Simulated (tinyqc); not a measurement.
# Capacitance measurement on a leaky thin oxide: effects of series resistance and leakage: effects of single changes

The device is a capacitance C in parallel with a leakage conductance G, in series with Rs and Ls. An impedance meter reports either a parallel pair (Cp, Gp) from Y = 1/Z = Gp + i w Cp or a series pair (Cs, Rm) from Z = Rm + 1/(i w Cs); w = 2 pi f, dissipation D = Gp/(w |Cp|).

Values chosen for this exercise; values of the order met in thin-oxide MOS capacitors: relative permittivity of the gate insulator (close to silicon dioxide) eox = 3.9; insulator thickness tox = 1.1 nm; gate area A = 2500 um^2; oxide-equivalent thickness added by the accumulation layer zc = 0.46 nm; oxide-equivalent thickness added by gate depletion zp = 0 nm; gate leakage current density, not matched to the thickness Jg = 0.00013 A/cm^2; voltage for an e-fold rise of the leakage Vs = 0.17 V; series resistance Rs = 540 ohm; series inductance Ls = 0 nH; measuring frequency f = 1e6 Hz.

Constants: eps0 = 8.8541878128e-14 F/cm where lengths are in cm. Results are converted to the units shown.

Each table varies one quantity; the others keep the values above.

## Readings against frequency

EOT = 3.9 tox/eox; CET = EOT + zc + zp; C = 3.9 eps0 A/CET; G = Jg A/Vs. Z = Rs + i w Ls + 1/(G + i w C); CET read from Cp = 3.9 eps0 A/Cp; errors under 0.001 % are printed as 0.

The same in every row: C (pF) = 55.34.

Readings against frequency:
```
f (Hz)	Cp (pF)	Cs (pF)	D	error of Cp (%)	error of Cs (%)	CET read from Cp (nm)
1000	55.34	55.51	0.05517	-2.07e-3	0.302	1.560
3000	55.34	55.36	0.01889	-2.10e-3	0.0336	1.560
10000	55.34	55.34	0.007376	-2.42e-3	3.02e-3	1.560
30000	55.34	55.34	0.007466	-5.24e-3	0	1.560
1e5	55.32	55.34	0.01933	-0.0373	0	1.561
3e5	55.16	55.34	0.05651	-0.318	0	1.565
1e6	53.45	55.34	0.1878	-3.41	0	1.615
3e6	42.01	55.34	0.5633	-24.1	0	2.055
1e7	12.23	55.34	1.878	-77.9	0	7.060
3e7	1.691	55.34	5.633	-96.9	0	51.06
```

What does the comparison show?

D goes from 0.0552 through a minimum of 0.00738 (at f = 10000 Hz among the rows listed) to 5.63; without inductance its minimum lies at f = sqrt(G (1 + G Rs)/Rs)/(2 pi C) = 17100 Hz. The error of Cp goes from -0.00207 to -96.9 % and that of Cs from 0.302 to 0 %; at low frequency Cp tends to C/(1 + G Rs)^2 and Cs grows as 1 + (G/(w C))^2. One of the two readings is within 2 % of C for f = 1000, 3000, 10000, 30000, 1e5, 3e5, 1e6, 3e6, 1e7, 3e7 Hz. For f = 1e7, 3e7 D exceeds 1, where the accuracy of real meters degrades in proportion to sqrt(1 + D^2).

## Effect of the gate area

Same model as above.

Rs is held fixed.

Effect of the gate area:
```
A (um^2)	C (pF)	Cp (pF)	Cs (pF)	D	error of Cp (%)	error of Cs (%)	CET read from Cp (nm)
20	0.4427	0.4427	0.4427	0.001557	0	0	1.560
70	1.549	1.549	1.549	0.005312	-2.82e-3	0	1.560
200	4.427	4.426	4.427	0.01508	-0.0227	0	1.560
600	13.28	13.25	13.28	0.04512	-0.203	0	1.563
2000	44.27	43.29	44.27	0.1503	-2.21	0	1.595
5000	110.7	97.00	110.7	0.3756	-12.4	0	1.780
10000	221.4	141.5	221.4	0.7511	-36.1	0	2.440
40000	885.4	88.32	885.4	3.004	-90.0	0	15.64
```

As A goes from 20 to 40000, the error of Cp goes from 0 to -90.0 %, that of Cs from 0 to 0 %, and D rises from 0.00156 to 3.00. The CET read from Cp goes from 1.56 to 15.6 nm against the true 1.56 nm. G/(w C) does not depend on the area, while G Rs and w C Rs grow with it. For A = 40000 D exceeds 1, where the accuracy of real meters degrades in proportion to sqrt(1 + D^2).

Program tinyqc, `OMP_NUM_THREADS=1 python tinyqc.py 2022057 2022058 out.jsonl`; Intel Xeon 2.30GHz, shared host, one thread, about 0.01 s.
